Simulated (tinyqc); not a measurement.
Schottky barrier on an n-type semiconductor with a surface-enhanced doping, non-linear Poisson equation by Newton steps: Capacitance-voltage profiling.

One dimension, metal at x = 0, donor density C(x) = Nd + N0 exp(-x/Ls). Energies are counted from the electron Fermi level of the semiconductor and the conduction-band edge is Ec = -psi, so n = Nc exp(psi/Vt); holes follow the Fermi level of the metal, at -V, so p = Nv exp((V - psi - Eg)/Vt). Ends: psi(0) = V - phiB and psi = Vt ln(Nd/Nc) deep inside. Boltzmann statistics, full ionisation, no current, no image force in the Poisson equation.

The Poisson equation d/dx(eps0 eps_r dpsi/dx) = -q (p - n + C) is solved on a mesh of about 1000 nodes or more that ends in neutral material. C_s = q d/dV of the integral of n over x, from the linearised equation. Probed depth w = eps0 eps_r/C_s; apparent doping N_app = C_s^3/(q eps0 eps_r dC_s/dV), the derivative by central differences over +/- 0.02 V.

Parameters, values chosen for the exercise; band and dielectric values close to those of cadmium telluride: temperature T = 350 K; band gap Eg = 1.5 eV; relative permittivity eps_r = 10.2; conduction-band density of states at T Nc = 9.92e17 cm^-3; valence-band density of states at T Nv = 2.29e19 cm^-3; donor density deep in the semiconductor Nd = 5.3e15 cm^-3; barrier height phiB = 0.89 eV; extra donor density at the surface N0 = 3.9e16 cm^-3; decay length Ls = 230 nm.

Constants: q = 1.602176634e-19 C, kB = 1.380649e-23 J/K, Vt = kB T/q, eps0 = 8.8541878128e-14 F/cm where lengths are in cm. Results are converted to the units shown.

Results:
```
V (V)	C_s (nF/cm^2)	w (nm)	N_app (cm^-3)	true C(w) (cm^-3)	|E_0| (kV/cm)
0	52.8	171	2.39e16	2.38e16	98.5
-0.71	34.5	261	1.79e16	1.78e16	132
-1.43	26.1	346	1.40e16	1.40e16	156
-2.14	21.1	428	1.14e16	1.14e16	174
-2.86	17.7	511	9.61e15	9.53e15	189
-4.29	13.4	674	7.45e15	7.38e15	214
-5	12.0	753	6.83e15	6.78e15	224
```

Estimate the missing row, V = -3.57 V.

Computed row:
```
V (V)	C_s (nF/cm^2)	w (nm)	N_app (cm^-3)	true C(w) (cm^-3)	|E_0| (kV/cm)
-3.57	15.3	592	8.34e15	8.27e15	202
```

With this row back in the table: C_s falls from 52.8 to 12.0 nF/cm^2 while the probed depth goes from 171 to 753 nm. The apparent doping falls from 2.39e16 to 6.83e15 cm^-3. It departs most from the true doping at that depth for V = -3.57 V, where it is 0.89 % above it; so the doping is read well over the depths probed.

Computed by the program tinyqc: `OMP_NUM_THREADS=1 python tinyqc.py 2020015 2020016 out.jsonl`, one thread of a shared Intel Xeon 2.30GHz, about 0.1 s for the whole run.
